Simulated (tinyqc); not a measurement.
Charge control and current of a heterostructure field-effect transistor. Inputs raised by 10 %, one at a time. Computed by tinyqc, a small Python program. Command: `OMP_NUM_THREADS=1 python tinyqc.py 3017595 3017596 out.jsonl hemt sens`. One thread of a shared host (Intel(R) Xeon(R) Processor @ 2.30GHz), about 0.01 s of CPU time with the checks.

Two subbands in a triangular well; E_F is counted from the conduction band edge of the channel at the interface.

Inputs (values chosen for the exercise, modelled on AlGaN/GaN):
```
quantity                                  value        unit
channel mass m                              0.2         m_0
permittivity eps (barrier and channel)     9.37           -
barrier thickness d                          22          nm
Schottky barrier phi_B                      1.1          eV
conduction band offset dE_c                0.31          eV
polarisation charge sigma/e             1.1e+13      1/cm^2
gate voltage V_G                              0           V
mobility mu                                1900  cm^2/(V s)
saturation velocity v_s                     1.5    1e7 cm/s
gate length L                                97          nm
source resistance R_S                       1.2      ohm mm
temperature T                               300           K
mixing                                      0.5           -
iteration cap                               200           -
```

Charge source: polarisation. Velocity law: two-piece.

Constants: e = 1.602176634e-19 C; eps_0 = 8.8541878128e-12 F/m; k_B = 8.617333262e-05 eV/K; hbar = 1.054571817e-34 J s; m_0 = 9.1093837015e-31 kg; k_B = 1.380649e-23 J/K.

Method:
- Threshold V_T = phi_B - dE_c - sigma d/(eps eps_0) (in volts); C_b = eps eps_0/d.
- Charge control: n_s = C_b (V_G - V_T - E_F/e)/e. Well: mean field F = e n_s/(2 eps eps_0), E_i = (hbar^2/2m)^(1/3) [(3 pi e F/2)(i + 3/4)]^(2/3), i = 0, 1; n_s = D k_B T sum_i ln(1 + exp((E_F - E_i)/k_B T)), D = m/(pi hbar^2), which is solved in closed form for E_F.
- Iteration from n_s = C_b (V_G - V_T)/(2e): E_F from n_s, n_out from the charge control, n_new = n_s + mixing (n_out - n_s), kept above n_s/10; stop when |n_out/n_s - 1| < 1e-9.
- C_g = e dn_s/dV_G = 1/(1/C_b + 1/C_q), 1/C_q = d(E_F/e)/d(e n_s) by a central difference of +/- 0.1 % in n_s; added distance dd = eps eps_0/C_q.
- With V = e n_s/C_g and V_c = v_s L/mu: for v = mu F up to v_s, I/W = C_g v_s V_c (sqrt(1 + (V/V_c)^2) - 1) and V_Dsat = V + V_c - sqrt(V^2 + V_c^2); g_m = dI/dV; extrinsic g_m/(1 + g_m R_S); f_T = g_m/(2 pi C_g L).

Runs; columns: (1) input moved; (2) from; (3) to; (4) saturation current I/W (mA/mm); (5) extrinsic g_m (mS/mm); (6) intrinsic f_T (GHz); (7) gate capacitance C_g (microfarad/cm^2):
```
(1)                                       (2)       (3)   (4)    (5)    (6)     (7)
base run                                    -         -  1961  322.3  246.1  0.3505
channel mass m (m_0)                      0.2      0.22  1969  323.1  246.1  0.3518
Schottky barrier phi_B (eV)               1.1      1.21  1903  322.2  246.1  0.3503
conduction band offset dE_c (eV)         0.31     0.341  1977  322.4  246.1  0.3506
polarisation charge sigma/e (1/cm^2)  1.1e+13  1.21e+13  2206  322.7  246.1  0.3512
mobility mu (cm^2/(V s))                 1900      2090  1964  322.3  246.1  0.3505
saturation velocity v_s (1e7 cm/s)        1.5      1.65  2152  341.4  270.7  0.3505
source resistance R_S (ohm mm)            1.2      1.32  1961  310.3  246.1  0.3505
```

Exponents ln(y'/y) / ln(x'/x):
```
input                        saturation current I/W  extrinsic g_m  intrinsic f_T  gate capacitance C_g
channel mass m                                0.047          0.023              0                 0.038
Schottky barrier phi_B                       -0.314         -0.003              0                -0.005
conduction band offset dE_c                   0.087          0.001              0                 0.001
polarisation charge sigma/e                   1.239          0.013              0                 0.020
mobility mu                                   0.019          0.000              0                 0.000
saturation velocity v_s                       0.979          0.602              1                 0.000
source resistance R_S                         0.000         -0.398              0                 0.000
```

Among the inputs moved here: saturation current I/W answers most in size to polarisation charge sigma/e (exponent +1.239), next to saturation velocity v_s (+0.979); its exponent is below 0.0005 for source resistance R_S. Its exponent +0.019 in mobility mu: full saturation. Its exponent +0.979 in saturation velocity v_s: full saturation. Extrinsic g_m answers most in size to saturation velocity v_s (exponent +0.602), next to source resistance R_S (-0.398); its exponent is below 0.0005 for mobility mu. Intrinsic f_T answers most in size to saturation velocity v_s (exponent +1.000); its exponent is below 0.0005 for channel mass m, Schottky barrier phi_B, conduction band offset dE_c, polarisation charge sigma/e, mobility mu, source resistance R_S. gate capacitance C_g answers most in size to channel mass m (exponent +0.038), next to polarisation charge sigma/e (+0.020); its exponent is below 0.0005 for mobility mu, saturation velocity v_s, source resistance R_S.

Caution (all rows): E_F lies above the conduction band minimum of the barrier, so electrons would spill into the barrier.

Extremes, crossings and ranges named in words are read from the listed rows.
